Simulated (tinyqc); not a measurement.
# Worked calculation: one level coupled to a phonon between two leads, self-consistent Born approximation

Numbers from tinyqc (`OMP_NUM_THREADS=1 python tinyqc.py 2720042 2720043 out.jsonl`; about 0.07 s on one thread of a shared Intel Xeon 2.30GHz). Printed values are rounded.

Wide-band leads with mu_L = +V/2 and mu_R = -V/2; phonons in equilibrium, Nq = 1/(exp(w0/kB T) - 1). Scattering links only energies that differ by w0, so a ladder E_k = E1 + k w0 closes on itself; terms that reach past its ends are dropped. Gn and Gp are the electron and hole parts of the spectral function A = Gn + Gp.

Parameters, values chosen for the exercise: temperature of leads and phonons T = 77 K; phonon energy w0 = 20 meV; level ed = 22 meV; coupling to the left lead GL = 11 meV; coupling to the right lead GR = 15 meV; electron-phonon matrix element M = 4.6 meV; bias V = 77 mV; rungs of the ladder shown nr = 7; lowest rung E1 = -54 meV.

Constants: q = 1.602176634e-19 C, kB = 1.380649e-23 J/K, Vt = kB T/q. Results are converted to the units shown.

Range of the model: The self-consistent Born approximation keeps only non-crossing phonon lines and no Hartree shift; it is rough once the coupling nears the phonon energy.

## The ladder and the first Green functions

|G|^2 = 1/[(E - ed)^2 + (GL + GR + Sin + Sout)^2/4], Gn = |G|^2 (GL fL + GR fR + Sin), Gp = |G|^2 (GL (1 - fL) + GR (1 - fR) + Sout), f = 1/(1 + exp((E - mu)/kB T)). On a single ladder the real part of the phonon self-energy, which needs all energies, is left out. At the start Sin = Sout = 0.

```
rung	E (meV)	fL	fR	Gn (1/meV)	Gp (1/meV)
0	-54	0.999999	0.911813	0.00415091	2.22509e-4
1	-34	0.999982	0.336666	0.00485622	0.00301065
2	-14	0.999634	0.0243079	0.00775467	0.00999277
3	6	0.992594	0.00122143	0.0257338	0.0354427
4	26	0.868053	6.00263e-5	0.0516188	0.0889217
5	46	0.244104	2.94668e-6	0.00360428	0.0312951
6	66	0.0156045	1.44644e-7	8.15445e-5	0.0122700
```

Nq = 0.0516209

## Iteration 1: scattering functions

Sin(E) = M^2 [(Nq + 1) Gn(E + w0) + Nq Gn(E - w0)], Sout(E) = M^2 [(Nq + 1) Gp(E - w0) + Nq Gp(E + w0)]. Nq = 1/(exp(w0/kB T) - 1).

```
rung	Sin (meV)	Sout (meV)
0	0.108062	0.00328853
1	0.177093	0.0158664
2	0.577940	0.105708
3	1.15711	0.319491
4	0.108312	0.822865
5	0.0581977	1.99212
6	0.00393695	0.696387
```

## Iteration 1: Green functions

|G|^2 = 1/[(E - ed)^2 + (GL + GR + Sin + Sout)^2/4], Gn = |G|^2 (GL fL + GR fR + Sin), Gp = |G|^2 (GL (1 - fL) + GR (1 - fR) + Sout), f = 1/(1 + exp((E - mu)/kB T)). On a single ladder the real part of the phonon self-energy, which needs all energies, is left out.

```
rung	Gn after iteration 1 (1/meV)	Gp after iteration 1 (1/meV)
0	0.00416807	2.23008e-4
1	0.00490606	0.00301316
2	0.00809939	0.0100034
3	0.0271933	0.0345879
4	0.0489443	0.0875390
5	0.00355036	0.0327511
6	8.30508e-5	0.0125458
```

## Iteration 2: scattering functions

As before.

```
rung	Sin (meV)	Sout (meV)
0	0.109171	0.00329127
1	0.184783	0.0158892
2	0.610472	0.104830
3	1.09797	0.318218
4	0.108707	0.805434
5	0.0553099	1.96165
6	0.00387806	0.728787
```

## Iteration 2: Green functions

As before.

```
rung	Gn after iteration 2 (1/meV)	Gp after iteration 2 (1/meV)
0	0.00416825	2.23008e-4
1	0.00490824	0.00301307
2	0.00811913	0.00999998
3	0.0271108	0.0346496
4	0.0490033	0.0875525
5	0.00354877	0.0327315
6	8.30060e-5	0.0125586
```

## Course of the iteration

Repeat until no Sin or Sout changes by more than 1e-9 meV.

Course of the iteration:
```
iteration	largest Sin + Sout (meV)	largest change (meV)
1	2.05031	1.99
2	2.01696	0.0591
3	2.01733	1.83e-3
4	2.01732	1.07e-4
5	2.01732	3.44e-6
6	2.01732	2.10e-7
7	2.01732	6.79e-9
8	2.01732	4.16e-10
```

Converged in 8 iterations; the change shrinks by about 0.047 a step.

## Currents on the rungs

```
rung	converged Gn (1/meV)	converged Gp (1/meV)
0	0.00416826	2.23008e-4
1	0.00490836	0.00301307
2	0.00811804	0.0100002
3	0.0271126	0.0346482
4	0.0489986	0.0875520
5	0.00354883	0.0327316
6	8.30054e-5	0.0125584
```

Spectral currents into the level: iL = GL [fL Gp - (1 - fL) Gn], iR = GR [fR Gp - (1 - fR) Gn].

```
rung	iL	iR	iL + iR
0	0.002453	-0.002464	-0.0000106
1	0.033142	-0.033622	-0.0004800
2	0.109929	-0.115164	-0.0052354
3	0.376099	-0.405558	-0.0294591
4	0.764880	-0.734857	0.0300231
5	0.058381	-0.053231	0.0051503
6	0.001257	-0.001245	0.0000118
```

sum of iL = 1.34614

On a single rung iL + iR need not vanish (largest 0.030), since phonons move electrons between rungs; summed over the ladder it does.
